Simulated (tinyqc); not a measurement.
Changing the ripple wavelength over the critical one: strain-driven roughening and islands of a mismatched epitaxial film. Computed by tinyqc, a small Python program. Command: `OMP_NUM_THREADS=1 python tinyqc.py 3031601 3031602 out.jsonl island sweep`. One thread of a shared host (Intel(R) Xeon(R) Processor @ 2.30GHz), about 0.01 s of CPU time with the checks.

Film and substrate share isotropic elastic constants; the film is coherent and biaxially strained.

Inputs (values chosen for the exercise, for a model film):
```
quantity                                     value       unit
misfit |f|                                  0.0437          -
shear modulus G                               29.4        GPa
Poisson ratio nu                              0.28          -
surface energy gamma                         0.863      J/m^2
surface mobility D_s nu_s Omega^2/(k_B T)  5.9e-32  m^6/(J s)
initial ripple amplitude A0                   0.25         nm
```

Transport: surface diffusion.

Method. M = 2 G (1 + nu)/(1 - nu); stress = M f; energy density w = M f^2. A ripple A cos(k x) has the surface chemical potential per volume [gamma k^2 - 2 (1 + nu) w k] A cos(k x), so k_c = 2 (1 + nu) w/gamma. With surface diffusion the amplitude grows at the rate q = B k^2 [2 (1 + nu) w k - gamma k^2], fastest at k_m = (3/4) k_c. B is the surface mobility. Stress at the trough = stress x (1 + 2 k A).

One run for each value:
```
ripple wavelength over the critical one  q over the largest rate  k (1/nm)  stress concentration at A0
0.8                                                   -4.630e+00    0.7402                       1.370
1.0                                                   -6.308e-11    0.5922                       1.296
1.3                                                    9.959e-01    0.4555                       1.228
1.7                                                    7.947e-01    0.3483                       1.174
2.2                                                    4.857e-01    0.2692                       1.135
2.9                                                    2.547e-01    0.2042                       1.102
3.7                                                    1.366e-01    0.1600                       1.080
4.8                                                    6.787e-02    0.1234                       1.062
6.2                                                    3.337e-02    0.0955                       1.048
8.0                                                    1.620e-02    0.0740                       1.037
```

Over the rows, q over the largest rate goes from -4.63 through a maximum among these rows, 0.996 at 1.30, to 0.0162; k (1/nm) falls from 0.740 to 0.0740 (exponent d ln y / d ln x about -1.0 throughout); stress concentration at A0 falls from 1.37 to 1.04 (exponent d ln y / d ln x -0.25 between the first rows and -0.040 between the last). The rate is negative below the critical wavelength, where surface energy wins, and falls again at long wavelength, as k^3, since atoms must diffuse farther.

Extremes, crossings and ranges named in words are read from the listed rows.
